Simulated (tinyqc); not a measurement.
Finite-difference solution of the diffusion equation on a small grid: one step, computed by the program tinyqc. Command: `OMP_NUM_THREADS=1 python tinyqc.py 3027136 3027137 out.jsonl fdiff walk`. One thread of a shared host (Intel(R) Xeon(R) Processor @ 2.30GHz), about 0.01 s of CPU time with the checks.

dC/dt = D d2C/dx2 on nodes x_j = j dx, j = 0..9; the far end is sealed.

Question. Amplification factors. The mode of M with eigenvalue mu has its amplitude multiplied per step by g = (1 + (1 - theta) r mu)/(1 - theta r mu), with theta = 0 explicit, 1 implicit, 1/2 Crank-Nicolson; the explicit scheme is stable for r up to 2/|mu_min|.

Boundary at x = 0: sealed surface. Scheme: implicit.

operator M:
```
    0   1   2   3   4   5   6   7
0  -2   2   0   0   0   0   0   0
1   1  -2   1   0   0   0   0   0
2   0   1  -2   1   0   0   0   0
3   0   0   1  -2   1   0   0   0
4   0   0   0   1  -2   1   0   0
5   0   0   0   0   1  -2   1   0
6   0   0   0   0   0   1  -2   1
7   0   0   0   0   0   0   1  -2
8   0   0   0   0   0   0   0   1
9   0   0   0   0   0   0   0   0

    8   9
0   0   0
1   0   0
2   0   0
3   0   0
4   0   0
5   0   0
6   0   0
7   1   0
8  -2   1
9   2  -2
```

mesh ratio r = 1.8

Give: eigenvalues mu of M; factors g; largest stable r of the explicit scheme.

Answer.

eigenvalues mu of M: -4.0000  -3.8794  -3.5321  -3.0000  -2.3473  -1.6527  -1.0000  -0.4679  -0.1206  0.0000

factors g: 0.1220  0.1253  0.1359  0.1562  0.1914  0.2516  0.3571  0.5428  0.8216  1.0000

largest stable r of the explicit scheme = 0.5

The smallest factor is 0.122: no mode changes sign, and all decay but one with mu = 0 where there is such a mode.
